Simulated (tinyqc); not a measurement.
# Energy and delay of logic against supply voltage: what changes with what

One expression serves below and above threshold: I(Vg) = Ik [ln(1 + exp((Vg - VT + dd V)/(al nf Vt)))]^al, with I_on = I(V) and I_off = I(0). Gate delay td = kd C V/I_on, clock period LD td. Per gate and cycle the switching energy is act C V^2 and the leakage energy I_off V LD td. No short-circuit current, no variation. Minima are sought above 0.09 V; below a few Vt gates no longer switch and the model has no meaning.

Values chosen for this exercise; values of the order met in logic technologies:
```
symbol  value  unit                               meaning
T         250     K                           temperature
VT       0.19     V  threshold voltage at zero drain bias
nf       1.07                                slope factor
dd       0.03         barrier lowering per volt of supply
Ik        1.7    uA            specific current of a gate
al       1.28                 exponent of the current law
C         0.7    fF            load capacitance of a gate
kd        0.9                                delay factor
LD         60                                 logic depth
act       0.1                             activity factor
```

Constants: q = 1.602176634e-19 C, kB = 1.380649e-23 J/K, Vt = kB T/q. Results are converted to the units shown.

Each table varies one quantity; the others keep the values above.

## Energy and delay against supply voltage

EDP = energy times td.

Energy and delay against supply voltage:
```
V (V)  I_on (uA)  I_off (nA)  td (ps)  switching (aJ)  leakage (aJ)  energy (aJ)  EDP (fJ ps)
0.15      0.3069      0.5433    307.9           1.575         1.506        3.081       0.9484
0.27       7.041      0.6351    24.16           5.103        0.2485        5.352       0.1293
0.38       19.87      0.7327    12.05           10.11        0.2012        10.31       0.1242
0.5        36.66      0.8564    8.593           17.50        0.2208        17.72       0.1523
0.62       55.38       1.001    7.053           26.91        0.2626        27.17       0.1916
0.73       73.88       1.155    6.225           37.30        0.3148        37.62       0.2342
0.85       95.29       1.349    5.620           50.58        0.3868        50.96       0.2864
0.97       117.8       1.577    5.187           65.86        0.4761        66.34       0.3441
1.08       139.3       1.819    4.883           81.65        0.5757        82.22       0.4015
1.2        163.7       2.126    4.619           100.8        0.7070        101.5       0.4689
```

What does the table show?

td falls from 308 to 4.62 ps; the energy rises from 3.08 to 102 aJ and the EDP goes from 0.948 through a minimum of 0.124 (at V = 0.38 V among the rows listed) to 0.469 fJ ps. The exact minima lie at V = 0.167 V for the energy and 0.325 V for the EDP. Going from 1.2 V to the energy minimum saves a factor of 34.4 in energy and costs a factor of 39.5 in delay. Below the minimum the leakage energy rises faster than the switching energy falls, because the clock period grows so steeply.

## Optimum supplies against the logic depth

Same model as above.

V_min minimises the energy and V_EDP the product of energy and td.

Results:
```
LD   V_min (V)  energy at V_min (aJ)  leakage share (%)  clock at V_min (MHz)  V_EDP (V)  clock at V_EDP (GHz)
8       0.1030                 1.378              46.06                 82.99     0.3200                 7.725
12      0.1176                 1.643              41.11                 90.67     0.3204                 5.164
20      0.1340                 2.005              37.29                 95.39     0.3213                 3.114
30      0.1463                 2.323              35.47                 96.04     0.3223                 2.089
80      0.1748                 3.261              34.41                 87.40     0.3271                0.8063
150     0.1928                 4.065              36.00                 75.66     0.3331                0.4450
```

Estimate the missing row, LD = 50.

Computed row:
```
LD  V_min (V)  energy at V_min (aJ)  leakage share (%)  clock at V_min (MHz)  V_EDP (V)  clock at V_EDP (GHz)
50     0.1613                 2.775              34.37                 93.24     0.3243                 1.269
```

With this row back in the table: As LD goes from 8 to 150, V_min rises from 0.103 to 0.193 V, the energy there rises from 1.38 to 4.07 aJ, the clock there goes from 83.0 through a maximum of 96.0 (at LD = 30 among the rows listed) to 75.7 MHz and V_EDP rises from 0.320 to 0.333 V. act and LD enter V_min only through the ratio act/LD.

Computed by the program tinyqc: `OMP_NUM_THREADS=1 python tinyqc.py 2082058 2082059 out.jsonl`, one thread of a shared Intel Xeon 2.30GHz, about 0.01 s for the whole run.
